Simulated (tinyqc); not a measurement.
Heavy doping: band filling, gap narrowing, band tails and the effective intrinsic density: one step, computed by the program tinyqc.

An n-type crystal above its Mott density, with all dopants ionised: n = N_D - N_A, ionised centres N_I = N_D + N_A. Valleys are taken as spherical with mass m_e.

Question. What optics and devices see. n = M_c (1/(2 pi^2)) (m_e/(hbar^2/2m_0))^(3/2) int sqrt(E (1 + aE)) (1 + 2 aE) f dE with a = (1 - m_e)^2/E_g, f = 1/(1 + exp((E - E_F)/k_B T)); trapezoid rule in t = sqrt(E/k_B T), step 0.02 up to 12; E_F by bisection from the band edge. Absorption edge of a direct gap, from the valence band at k_F (T = 0 value) to the Fermi level: E_g - narrowing + E_F + (hbar^2/2m_0) k_F^2/m_h, k_F = (3 pi^2 n)^(1/3); the shift is the edge less E_g. n p/n_i^2 = exp(narrowing/k_B T) x (n/N) exp(-E_F/k_B T), N being the limit of n exp(-E_F/k_B T) far below the edge (taken at E_F = -12 k_B T); apparent narrowing = k_B T ln(n p/n_i^2).

Inputs (values chosen for the exercise, for a model semiconductor):

| quantity | value | unit |
|---|---|---|
| gap E_g | 3.63 | eV |
| electron mass m_e | 0.171 | m_0 |
| valleys M_c | 1 | - |
| hole mass m_h | 1.4 | m_0 |
| temperature T | 150 | K |

Conduction band: non-parabolic (Kane).

n = 6.30e+19 cm^-3

E_F above the band edge = 317.8784 meV

gap narrowing = 136.9598 meV

Constants: k_B = 8.617333262e-05 eV/K; hbar^2/(2 m_0) = 3.80998212 eV angstrom^2.

Give: shift of the absorption edge; absorption edge; apparent narrowing; log10(n p/n_i^2).

Answer.

shift of the absorption edge = 222.16 meV

absorption edge = 3.8522 eV

apparent narrowing = -121.46 meV

log10(n p/n_i^2) = -4.0808

Degeneracy takes back 258.4 meV of the 137.0 meV of narrowing, so the minority density ends below its ideal value n_i^2/n. Caution: the screening length is well below a*, where static Thomas-Fermi screening overstates the Coulomb hole.
